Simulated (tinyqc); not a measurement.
# Capacitance measurement on a leaky thin oxide: effects of series resistance and leakage: two studies

The device is a capacitance C in parallel with a leakage conductance G, in series with Rs and Ls. An impedance meter reports either a parallel pair (Cp, Gp) from Y = 1/Z = Gp + i w Cp or a series pair (Cs, Rm) from Z = Rm + 1/(i w Cs); w = 2 pi f, dissipation D = Gp/(w |Cp|).

Inputs (values chosen for the exercise); values of the order met in thin-oxide MOS capacitors:
```
symbol,value,unit,meaning
eox,3.9,,relative permittivity of the gate insulator (close to silicon dioxide)
tox,3.4,nm,insulator thickness
A,400,um^2,gate area
zc,0.54,nm,oxide-equivalent thickness added by the accumulation layer
zp,0.39,nm,oxide-equivalent thickness added by gate depletion
Jg,0.61,A/cm^2,"gate leakage current density, not matched to the thickness"
Vs,0.16,V,voltage for an e-fold rise of the leakage
Rs,190,ohm,series resistance
Ls,0,nH,series inductance
f,50000,Hz,measuring frequency
```

Constants: eps0 = 8.8541878128e-14 F/cm where lengths are in cm. Results are converted to the units shown.

Each table varies one quantity; the others keep the values above.

## Readings against frequency

EOT = 3.9 tox/eox; CET = EOT + zc + zp; C = 3.9 eps0 A/CET; G = Jg A/Vs. Z = Rs + i w Ls + 1/(G + i w C); CET read from Cp = 3.9 eps0 A/Cp; errors under 0.001 % are printed as 0.

The same in every row: C (pF) = 3.1900.

Result of one run:

| f (Hz) | Cp (pF) | Cs (pF) | D | error of Cp (%) | error of Cs (%) | CET read from Cp (nm) |
|---|---|---|---|---|---|---|
| 30000 | 3.1716 | 2055.1 | 25.436 | -0.577 | 6.43e4 | 4.3551 |

What becomes of these results when the measuring frequency f is changed from 30000 to 10000 Hz, all else the same?

Result of the changed run:

| f (Hz) | Cp (pF) | Cs (pF) | D | error of Cp (%) | error of Cs (%) | CET read from Cp (nm) |
|---|---|---|---|---|---|---|
| 10000 | 3.1716 | 18470 | 76.306 | -0.577 | 5.79e5 | 4.3551 |

The whole series:

| f (Hz) | Cp (pF) | Cs (pF) | D | error of Cp (%) | error of Cs (%) | CET read from Cp (nm) |
|---|---|---|---|---|---|---|
| 1000 | 3.1716 | 1.8467e6 | 763.06 | -0.577 | 5.79e7 | 4.3551 |
| 3000 | 3.1716 | 2.0519e5 | 254.35 | -0.577 | 6.43e6 | 4.3551 |
| 10000 | 3.1716 | 18470 | 76.306 | -0.577 | 5.79e5 | 4.3551 |
| 30000 | 3.1716 | 2055.1 | 25.436 | -0.577 | 6.43e4 | 4.3551 |
| 1e5 | 3.1716 | 187.86 | 7.6310 | -0.577 | 5790 | 4.3551 |
| 3e5 | 3.1716 | 23.709 | 2.5447 | -0.577 | 643 | 4.3551 |
| 1e6 | 3.1715 | 5.0367 | 0.76687 | -0.578 | 57.9 | 4.3552 |
| 3e6 | 3.1711 | 3.3951 | 0.26578 | -0.590 | 6.43 | 4.3557 |
| 1e7 | 3.1670 | 3.2084 | 0.11439 | -0.720 | 0.579 | 4.3614 |
| 3e7 | 3.1309 | 3.1920 | 0.13968 | -1.85 | 0.0643 | 4.4116 |

D goes from 763 through a minimum of 0.114 (at f = 1e7 Hz among the rows listed) to 0.140; without inductance its minimum lies at f = sqrt(G (1 + G Rs)/Rs)/(2 pi C) = 1.42e7 Hz. The error of Cp goes from -0.577 to -1.85 % and that of Cs from 5.79e7 to 0.0643 %; at low frequency Cp tends to C/(1 + G Rs)^2 and Cs grows as 1 + (G/(w C))^2. One of the two readings is within 2 % of C for f = 1000, 3000, 10000, 30000, 1e5, 3e5, 1e6, 3e6, 1e7, 3e7 Hz. For f = 1000, 3000, 10000, 30000, 1e5, 3e5 D exceeds 1, where the accuracy of real meters degrades in proportion to sqrt(1 + D^2).

## Effect of the gate leakage current density, not matched to the thickness

Same model as above.

The same in every row: C (pF) = 3.1900.

Results:

| Jg (A/cm^2) | Cp (pF) | Cs (pF) | D | error of Cp (%) | error of Cs (%) | CET read from Cp (nm) |
|---|---|---|---|---|---|---|
| 1e-5 | 3.1900 | 3.1900 | 4.3987e-4 | 0 | 0 | 4.3300 |
| 0.0001 | 3.1900 | 3.1900 | 0.0026850 | 0 | 0 | 4.3300 |
| 0.001 | 3.1899 | 3.1919 | 0.025137 | 0 | 0.0622 | 4.3300 |
| 0.02 | 3.1894 | 3.9840 | 0.49916 | -0.0190 | 24.9 | 4.3308 |
| 2 | 3.1302 | 7943.8 | 50.367 | -1.87 | 2.49e5 | 4.4127 |
| 30 | 2.4438 | 1.7866e6 | 855.03 | -23.4 | 5.60e7 | 5.6520 |
| 300 | 0.54245 | 1.7866e8 | 18148 | -83.0 | 5.60e9 | 25.463 |

Estimate the missing row, Jg = 0.2 A/cm^2.

Computed row:

| Jg (A/cm^2) | Cp (pF) | Cs (pF) | D | error of Cp (%) | error of Cs (%) | CET read from Cp (nm) |
|---|---|---|---|---|---|---|
| 0.2 | 3.1839 | 82.596 | 4.9942 | -0.190 | 2490 | 4.3382 |

With this row back in the table: As Jg goes from 1e-5 to 300, the error of Cp goes from 0 to -83.0 %, that of Cs from 0 to 5.60e9 %, and D rises from 4.40e-4 to 18100. The CET read from Cp goes from 4.33 to 25.5 nm against the true 4.33 nm. For Jg = 0.2, 2, 30, 300 D exceeds 1, where the accuracy of real meters degrades in proportion to sqrt(1 + D^2).

tinyqc, about 0.01 s, one thread, Intel Xeon 2.30GHz (shared host): `OMP_NUM_THREADS=1 python tinyqc.py 2022068 2022069 out.jsonl`
